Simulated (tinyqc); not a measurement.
# Which input was changed?

Model: grain-boundary trapping model (Seto) of a polycrystalline semiconductor film. Computed by tinyqc, a small Python program. Command: `OMP_NUM_THREADS=1 python tinyqc.py 3013310 3013311 out.jsonl poly which`. One thread of a shared host (Intel(R) Xeon(R) Processor @ 2.30GHz), about 0.03 s of CPU time with the checks.

Grains of equal size L are joined by thin boundaries with one trap level. Trapped carriers deplete a width W on each side and raise a barrier, crossed by thermionic emission. Dopants are fully ionised, statistics are non-degenerate and mu_g does not depend on T.

Inputs (values chosen for the exercise, modelled on polycrystalline silicon):
```
quantity                                     value    unit
permittivity eps                              11.7       -
effective mass m                              0.42     m_0
effective density of states at 300 K, N_c  2.1e+19  1/cm^3
grain size L                                    25      nm
trap density Q_t                           9.4e+11  1/cm^2
trap level E_t below the band edge            0.27      eV
doping N                                   2.2e+17  1/cm^3
temperature T                                  400       K
```

Grain interior: neglected.

Constants: k_B = 8.617333262e-05 eV/K; e = 1.602176634e-19 C; eps_0 = 8.8541878128e-12 F/m; m_0 = 9.1093837015e-31 kg; k_B = 1.380649e-23 J/K.

Method. N_c(T) = N_c (T/300 K)^(3/2). Filled traps Q = Q_t/(1 + (1/2) exp((E_t* - E_F)/k_B T)), where E_t* = e V_B - E_t and E_F are counted from the band edge at the grain centre. Partial depletion: Q = 2 N W, V_B = e N W^2/(2 eps eps_0), E_F = k_B T ln(N/N_c); solve for W. If that W would exceed L/2 the grain is fully depleted: W = L/2, Q = N L, and E_F follows from the trap equation. Centre density n_0 = N_c exp(E_F/k_B T). Boundary: sigma_b = L e^2 n_0 exp(-e V_B/k_B T)/sqrt(2 pi m k_B T); rho = 1/sigma_b. Mean carrier density n_av = n_0 [(1 - 2W/L) + (2W/L) (sqrt(pi)/2) erf(y)/y], y = sqrt(e V_B/k_B T); effective mobility 1/(e n_av rho).

Task: One of these inputs alone was changed, within the range given: grain size L (12.5 to 50); trap density Q_t (4.7e+11 to 1.88e+12); doping N (1.1e+17 to 4.4e+17); effective mass m (0.21 to 0.84). Which one, and to what value?

Results:
```
run     mean carrier density (1/cm^3)  resistivity rho (ohm cm)  barrier V_B (V)
before                   1.549553e+16                  1.986665       0.02658205
after                    2.014419e+16                  1.528204       0.02658205
```

Result:

Each candidate set to reproduce mean carrier density, and what it then gives:
```
candidate                       range searched  value needed  resistivity rho (ohm cm)  barrier V_B (V)
grain size L (nm)                   12.5 to 50         26.81                    1.5513         0.030568
trap density Q_t (1/cm^2)  4.7e+11 to 1.88e+12      8.500e11                    1.5282         0.026582
doping N (1/cm^3)           1.1e+17 to 4.4e+17      2.391e17                    1.6048         0.028885
effective mass m (m_0)            0.21 to 0.84     no effect                         -                -
```

Only trap density Q_t fits every result: it went from 9.4e+11 to 8.50e11 1/cm^2. The next best candidate, doping N, misses one result by 8.7 %.

Caution: the barrier is below 2 k_B T, so scattering inside the grains, left out here, also limits the real mobility. Caution: n_0 is not small against N, so full depletion is a rough description.
